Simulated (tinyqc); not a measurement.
Worked calculation: Pariser-Parr-Pople SCF with singles CI, for the molecule [CH2+]c1ccccc1 (SMILES; centres numbered as the heavy atoms are written). Computed by tinyqc, a small Python program that keeps every step. Settings: charge = 1, gamma = Ohno, start = huckel, damping = 0.5, iteration cap = 62, excitations kept = 6. Command: `OMP_NUM_THREADS=1 python tinyqc.py 27764 27765 out.jsonl` (the two numbers bound the seeds that draw the settings). One thread of a shared host (Intel(R) Xeon(R) Processor @ 2.60GHz), about 0.02 s of CPU time with the checks. Later iterations appear only in the table of the cycle.

## PPP integrals

Centres (angstrom, eV; a flat drawing with bonds scaled to 1.40 angstrom):
```
centre          x          y  core charge z          W   gamma_rr
1C       2.400000   0.000000              1  11.160000  11.130000
2C       1.000000   0.000000              1  11.160000  11.130000
3C       0.300000   1.212000              1  11.160000  11.130000
4C      -1.100000   1.212000              1  11.160000  11.130000
5C      -1.800000   0.000000              1  11.160000  11.130000
6C      -1.100000  -1.212000              1  11.160000  11.130000
7C       0.300000  -1.212000              1  11.160000  11.130000
```

Resonance integrals (eV):
```
i  j       beta
1  2  -2.390000
2  3  -2.390000
3  4  -2.390000
4  5  -2.390000
5  6  -2.390000
6  7  -2.390000
7  2  -2.390000
```

Ohno: gamma = 14.399645/sqrt(R^2 + a^2), a = 2 x 14.399645/(gamma_rr + gamma_ss); H_rr = -W_r - sum_(s != r) z_s gamma_rs; H_rs = beta for bonds.

repulsion gamma_rs (eV), lower triangle:
```
           1C         2C         3C         4C         5C         6C         7C
1C  11.130000
2C   7.553862  11.130000
3C   5.239602   7.554960  11.130000
4C   3.670230   5.239602   7.553862  11.130000
5C   3.276555   4.668463   5.239602   7.554960  11.130000
6C   3.670230   5.239602   4.669500   5.240702   7.554960  11.130000
7C   5.239602   7.554960   5.240702   4.669500   5.239602   7.553862  11.130000
```

core matrix H (eV), lower triangle:
```
            1C          2C          3C          4C          5C          6C          7C
1C  -39.810081
2C   -2.390000  -48.971449
3C    0.000000   -2.390000  -46.658228
4C    0.000000    0.000000   -2.390000  -45.088855
5C    0.000000    0.000000    0.000000   -2.390000  -44.694143
6C    0.000000    0.000000    0.000000    0.000000   -2.390000  -45.088855
7C    0.000000   -2.390000    0.000000    0.000000    0.000000   -2.390000  -46.658228
```

## Starting guess

pi electrons, sum of z_r less the charge = 6

Orbitals of the Hueckel matrix of the beta values.

P at the start, lower triangle:
```
           1C         2C         3C         4C        5C        6C        7C
1C   0.428571
2C   0.635034   1.000000
3C   0.285714   0.522554   0.857143
4C  -0.112480   0.000000   0.705037   1.000000
5C  -0.285714  -0.224960   0.142857   0.635034  0.857143
6C  -0.112480   0.000000  -0.294963   0.000000  0.635034  1.000000
7C   0.285714   0.522554  -0.142857  -0.294963  0.142857  0.705037  0.857143
```

## Iteration 1: Fock matrix

F_rr = H_rr + P_rr gamma_rr / 2 + sum_(s != r) P_ss gamma_rs; F_rs = H_rs - P_rs gamma_rs / 2; E = tr P (H + F) / 2 + core repulsion sum_(r<s) z_r z_s gamma_rs.

F (eV), lower triangle:
```
            1C          2C          3C          4C         5C          6C          7C
1C  -10.740109
2C   -4.788479  -12.736976
3C   -0.748515   -4.363937  -10.881245
4C    0.206414    0.000000   -5.052876  -10.517749
5C    0.468079    0.525108   -0.374257   -4.788827  -9.759347
6C    0.206414    0.000000    0.688665    0.000000  -4.788827  -10.517749
7C   -0.748515   -4.363937    0.374336    0.688665  -0.374257   -5.052876  -10.881245
```

pi energy = -83.047299 eV

## Iteration 1: orbitals and new P

Diagonalise F (the basis is taken as orthonormal) and form P = 2 sum c c over the lowest orbitals; 0.5 of the old P is kept.

orbital energies (eV): -20.833273  -17.401533  -16.640045  -9.208486  -5.133284  -4.956149  -1.861648

P after iteration 1, lower triangle:
```
           1C         2C         3C         4C        5C        6C        7C
1C   0.447570
2C   0.662240   1.039895
3C   0.271771   0.504719   0.857755
4C  -0.119969  -0.009217   0.714269   0.988020
5C  -0.279490  -0.216772   0.165375   0.626732  0.820985
6C  -0.119969  -0.009217  -0.284702   0.020081  0.626732  0.988020
7C   0.271771   0.504719  -0.174306  -0.284702  0.165375  0.714269  0.857755
```

## Iteration 2: Fock matrix

As before.

F (eV), lower triangle:
```
            1C          2C          3C          4C         5C          6C          7C
1C  -10.533019
2C   -4.891235  -12.656540
3C   -0.711986   -4.296565  -10.809569
4C    0.220157    0.024146   -5.087744  -10.634128
5C    0.457882    0.505995   -0.433248   -4.757468  -9.886668
6C    0.220157    0.024146    0.664709   -0.052619  -4.757468  -10.634128
7C   -0.711986   -4.296565    0.456742    0.664709  -0.433248   -5.087744  -10.809569
```

pi energy = -83.131457 eV

## Iteration 2: orbitals and new P

As before.

orbital energies (eV): -20.742657  -17.481163  -16.686544  -9.046835  -5.161276  -4.905980  -1.939166

P after iteration 2, lower triangle:
```
           1C         2C         3C         4C        5C        6C        7C
1C   0.459394
2C   0.680012   1.065202
3C   0.263516   0.492429   0.854037
4C  -0.122681  -0.014919   0.720049   0.983896
5C  -0.273651  -0.212051   0.179058   0.621941  0.799537
6C  -0.122681  -0.014919  -0.278553   0.029635  0.621941  0.983896
7C   0.263516   0.492429  -0.191702  -0.278553  0.179058  0.720049  0.854037
```

## Convergence

Stop when output and input P, before any damping, agree to 1e-7.

Course of the cycle:
```
iteration        E (eV)  largest |P(out) - P(in)|
1          -83.04729934                  7.98e-02
2          -83.13145663                  5.06e-02
3          -83.18256566                  3.29e-02
4          -83.21269082                  2.19e-02
5          -83.23020398                  1.49e-02
6          -83.24032972                  1.04e-02
7          -83.24618035                  7.35e-03
8          -83.24956868                  5.29e-03
9          -83.25153937                  4.20e-03
10         -83.25269190                  3.33e-03
11         -83.25337021                  2.63e-03
...                 ...                       ...
47         -83.25438113                  8.09e-07
48         -83.25438113                  6.44e-07
49         -83.25438113                  5.13e-07
50         -83.25438113                  4.08e-07
51         -83.25438113                  3.25e-07
52         -83.25438113                  2.59e-07
53         -83.25438113                  2.06e-07
54         -83.25438113                  1.64e-07
55         -83.25438113                  1.31e-07
56         -83.25438113                  1.04e-07
57         -83.25438113                  8.27e-08
```

Converged in 57 iterations.

## Converged orbitals

Charges are z - P_rr.

orbital energies (eV): -20.646591  -17.599118  -16.783240  -8.798139  -5.214982  -4.863897  -2.044386

coefficients:
```
         MO1        MO2        MO3        MO4        MO5        MO6        MO7
1C  0.312084  -0.381522   0.000000   0.724787   0.000000  -0.452189   0.165082
2C  0.584181  -0.467408   0.000000  -0.071278   0.000000   0.550705  -0.363188
3C  0.390792  -0.003811   0.506852  -0.392197  -0.493053  -0.215790   0.383254
4C  0.303171   0.407651   0.493053   0.023597   0.506852  -0.251050  -0.422286
5C  0.268466   0.550983   0.000000   0.401063   0.000000   0.522558   0.436378
6C  0.303171   0.407651  -0.493053   0.023597  -0.506852  -0.251050  -0.422286
7C  0.390792  -0.003811  -0.506852  -0.392197   0.493053  -0.215790   0.383254
```

pi charges: 1C 0.514088, 2C -0.119476, 3C 0.180737, 4C -0.002387, 5C 0.248687, 6C -0.002387, 7C 0.180737

## Singles CI, singlets

Over the 6 single excitations with the smallest orbital gaps: A = (e_a - e_i) delta + 2 (ia|jb) - (ij|ab), with (pq|rs) = sum c_mp c_mq gamma_mn c_nr c_ns. f = 2/3 w |mu|^2 in atomic units, mu = sqrt2 sum c_ia sum_m c_mi c_ma R_m.

singlet CI matrix (eV), lower triangle:
```
           3>4       2>4       3>5       1>4        3>6       2>5
3>4   3.241767
2>4   0.000000  4.776258
3>5   0.000000  0.653831  6.492622
1>4   0.000000  0.404800  0.003179  6.602196
3>6   0.002474  0.000000  0.000000  0.000000   6.705253
2>5  -0.673788  0.000000  0.000000  0.000000  -0.691857  7.025535
```

singlet excitation energies (eV): 3.121528  4.486156  6.210137  6.560412  6.824508  7.640890

oscillator strengths: 0.077356  0.506635  0.012041  0.541069  0.611208  0.839546

## Singles CI, triplets

Over the 6 single excitations with the smallest orbital gaps: A = (e_a - e_i) delta - (ij|ab), with (pq|rs) = sum c_mp c_mq gamma_mn c_nr c_ns.

triplet CI matrix (eV), lower triangle:
```
           3>4        2>4        3>5       1>4       3>6       2>5
3>4   2.361063
2>4   0.000000   2.833252
3>5   0.000000  -0.247995   4.420531
1>4   0.000000   0.901329  -0.652619  5.458966
3>6  -0.744985   0.000000   0.000000  0.000000  5.750119
2>5  -0.247995   0.000000   0.000000  0.000000  0.178882  6.010808
```

triplet excitation energies (eV): 2.193382  2.552529  4.121494  5.731343  6.038727  6.197264
